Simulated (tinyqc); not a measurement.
Defect equilibria of an oxide against oxygen pressure (mass action): one step, computed by the program tinyqc.

Defects: oxygen vacancies V (charge +2), electrons n, holes p, the ionic partner X = O_i'' (charge -2). Activities are taken equal to concentrations.

Problem. Solution at the given pressure. Neutrality: 2 [V] + p = n + 2 [X]. With n as the unknown, [V] = K_r/(n^2 P^(1/2)), p = K_i/n, [X] = K_s/[V]; the log ratio is ln(positive/negative). The root is found by 60 bisections in ln n between n = 1e-10 and 1e25 cm^-3.

Inputs (values chosen for the exercise, for a model oxide): temperature T = 1100 K; oxygen pressure P = 2e-08 atm.

Ionic disorder: anion Frenkel. Dopant (singly charged, fully ionised): none.

K_r = 1.041272e+47 cm^-9 atm^(1/2)

K_i = 3.652530e+29 cm^-6

K_s = 6.789841e+32 cm^-6

Give: n; [V]; p; [X].

Solution.

n = 1.071e+17 cm^-3

[V] = 6.415e+16 cm^-3

p = 3.409e+12 cm^-3

[X] = 1.058e+16 cm^-3
